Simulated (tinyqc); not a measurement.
Peierls distortion of a half-filled chain: sweeps and comparisons. A value that a table varies takes the place of the one given here.

Atoms move by +/- u, so bonds change by -/+ 2u and hoppings are t +/- 2 al u. Bands E = -/+ sqrt((2 t cos x)^2 + D^2 sin^2 x) with D = 4 al u, x = k a in (0, pi/2); the gap is 2D. Energy per atom at zero temperature: E(u) = -mean_x sqrt(...) + 2 K u^2; exactly, the mean is (4t/pi) E(1 - z^2), z = D/2t, E the complete elliptic integral of the second kind with parameter m. Coupling lambda = 2 al^2/(pi t K).

Constants: kB = 8.617333262e-05 eV/K.

Parameters, chosen for this exercise:
```
symbol  value  unit           meaning
t       2      eV             hopping of the even chain
al      4.7    eV/angstrom    change of hopping with bond length
K       42.7   eV/angstrom^2  spring constant of a bond
```

## Energy against distortion

Exact means; both parts are counted from u = 0.

Energies per atom:
```
u (angstrom),gap (eV),electrons (meV),springs (meV),total (meV)
0.0015,0.056,-0.37,0.19,-0.18
0.0038,0.143,-1.99,1.23,-0.76
0.0076,0.286,-6.86,4.93,-1.92
0.0114,0.429,-13.95,11.10,-2.85
0.0152,0.572,-22.94,19.73,-3.21
0.0190,0.714,-33.61,30.83,-2.78
0.0228,0.857,-45.77,44.39,-1.38
0.0266,1.000,-59.30,60.43,1.13
0.0334,1.256,-86.54,95.27,8.73
```

The ratio of electronic gain to elastic cost is 1.92 in the first row and 0.91 in the last: the gain goes as u^2 ln(1/u), so it wins at small u for any K. The total is lowest at u = 0.0152 angstrom and turns positive between 0.0228 and 0.0266.

## Gap against coupling

K is set by lambda; 4000 points.

Results:
```
lambda,K (eV/angstrom^2),u0 (angstrom),gap (eV),16 t exp(-1 - 1/(2 lambda)) (eV)
0.10,70.3,0.0021,0.079,0.079
0.13,54.1,0.0067,0.252,0.251
0.16,43.9,0.0139,0.522,0.517
0.20,35.2,0.0264,0.991,0.966
0.25,28.1,0.0448,1.685,1.593
0.30,23.4,0.0650,2.445,2.223
0.40,17.6,0.1079,4.055,3.373
0.50,14.1,0.1520,5.714,4.331
```

Doubling lambda from 0.1 to 0.2 multiplies the gap by 12.5 and from 0.2 to 0.4 by 4.1. The exponential form is within 2.5 % at 0.2 and 24 % at 0.5.

## A coarse mesh hides or distorts the instability

u0 from the gap equation K = 4 al^2 mean(sin^2 x/|E|) on the mesh x_j = (j + 1/2) pi/(2N); 0 where it has no root.

Results:
```
N,u0 (angstrom),gap (eV),smallest |E| at u = 0 (eV)
1,0.0000,0.000,2.828
2,0.0000,0.000,1.531
3,0.0000,0.000,1.035
4,0.0000,0.000,0.780
6,0.0000,0.000,0.522
8,0.0112,0.423,0.392
12,0.0144,0.542,0.262
20,0.0151,0.569,0.157
40,0.0152,0.571,0.079
4000,0.0152,0.571,0.001
```

For N = 1, 2, 3, 4 and 6 no distortion is found: the mesh leaves its own gap at u = 0, which cuts off the logarithm. u0 is within 1 % of the last row from N = 20 on; the mesh must resolve D = 0.286 eV, and the coherence length xi/a = 2t/D is 14.0.

## Closing of the gap with temperature

The gap equation gains the factor tanh(|E|/2kT); 4000 points; Tp is where its root reaches zero.

Results:
```
T/Tp,T (K),u (angstrom),u/u0
0.20,372,0.0152,1.000
0.40,745,0.0150,0.985
0.60,1117,0.0138,0.908
0.70,1303,0.0126,0.830
0.80,1489,0.0108,0.713
0.90,1675,0.0080,0.528
0.95,1769,0.0058,0.382
0.99,1843,0.0026,0.174
```

Tp = 1862 K

D(0)/(kB Tp) = 1.780, against 1.764 at weak coupling. u/u0 is 0.908 at 0.6 Tp and 0.528 at 0.9 Tp, and near Tp it goes as sqrt(1 - T/Tp): 2.20 between the last two rows against sqrt(5) = 2.24. In a single chain fluctuations forbid this transition; coupling between chains sets the real one, far lower.

## What moves the distortion

Exact means. Each row changes one parameter from the base and keeps the others.

Results:
```
case,lambda,u0 (angstrom),gap (eV),E(u0) - E(0) (meV)
base,0.1647,0.0152,0.571,-3.21
t = 2.1 eV,0.1568,0.0137,0.514,-2.48
al = 4.935 eV/angstrom,0.1816,0.0193,0.762,-5.69
K = 44.84 eV/angstrom^2,0.1568,0.0130,0.489,-2.36
```

The largest shifts from the base row, up to three for each result and ties (the steps differ in size, so this ranks the rows, not the parameters). lambda: al +0.0169, K -0.0079, t -0.0078. u0 (angstrom): al +0.0041, K -0.0022, t -0.0015. gap (eV): al +0.191, K -0.082, t -0.057. E(u0) - E(0) (meV): al -2.48, K +0.85, t +0.73.

(tinyqc, `OMP_NUM_THREADS=1 python tinyqc.py 1652560 1652561 out.jsonl`, Intel(R) Xeon(R) Processor @ 2.30GHz, 1 thread, shared host, about 0.09 s.)
